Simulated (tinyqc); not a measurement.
Extrapolating accelerated tests: lateral field, substrate current, probability of reaching the oxide barrier and hot-carrier lifetime of a silicon transistor (pseudo-two-dimensional and lucky-electron models). Computed by tinyqc, a small Python program. Command: `OMP_NUM_THREADS=1 python tinyqc.py 3020092 3020093 out.jsonl hotcar walk`. One thread of a shared host (Intel(R) Xeon(R) Processor @ 2.30GHz), about 0.01 s of CPU time with the checks.

Local-field models: a lucky carrier gains its energy at the peak field over a path free of collisions. Voltages are magnitudes.

Inputs (values chosen for the exercise, modelled on a silicon n-channel):
```
quantity                             value                      unit
channel length L                       890                        nm
oxide thickness t                       22                        nm
junction depth x_j                     170                        nm
mobility mu                            370                cm^2/(V s)
saturation velocity v_s               0.82                  1e7 cm/s
threshold voltage V_T                  0.8                         V
gate voltage V_G                       2.2                         V
drain voltage V_D                      5.5                         V
ionisation prefactor A_i           1.9e+06                      1/cm
ionisation field B_i                  1.76                     MV/cm
hot-carrier mean free path lambda      7.5                        nm
oxide barrier phi_b                    3.1                        eV
interface-trap threshold phi_it        3.8                        eV
lifetime constant H                    800  s microampere/micrometre
```

Drain: abrupt.

Constants: eps_0 = 8.8541878128e-12 F/m.

Method:
- C_ox = 3.9 eps_0/t; F_sat = 2 v_s/mu; V_Dsat = V_ov F_sat L/(V_ov + F_sat L), V_ov = V_G - V_T; I_D/W = C_ox v_s (V_ov - V_Dsat).
- Scale length l = 0.22 t^(1/3) x_j^(1/2) (all in cm); F_m = sqrt(((V_D - V_Dsat)/l_e)^2 + F_sat^2), with l_e = l; length of the velocity-saturated region l_e ln((V_D - V_Dsat)/(l_e F_sat) + F_m/F_sat).
- Substrate current I_sub/I_D = (A_i/B_i)(V_D - V_Dsat) exp(-B_i/F_m); probability of reaching the oxide barrier exp(-phi_b/(e lambda F_m)); lifetime tau = (H/(I_D/W)) exp(phi_it/(e lambda F_m)).
- V_10 solves tau = 3.156e8 s at the given V_G. The extrapolation fits ln(tau) against 1/V_D at 1, 1.08, 1.16 and 1.25 times the given V_D (rounded to 3 digits) by least squares and reads off the same tau.

V_Dsat = 1.03329 V

Stress points:
```
V_D (V)  1/V_D (1/V)     tau (s)
5.50         0.18182  1.0035e+07
5.94         0.16835  3.0901e+06
6.38         0.15674  1.1517e+06
6.88         0.14535  4.4825e+05
```

ten-year drain voltage V_10 = 4.5656 V

V_10 from the 1/V_D extrapolation = 4.4958 V

What does the comparison show, and why?

The extrapolation is 70 mV below the true value: ln(tau) is nearly linear in 1/(V_D - V_Dsat), not in 1/V_D, so the straight line errs on the safe side when one extrapolates down.

Extremes, crossings and ranges named in words are read from the listed rows.
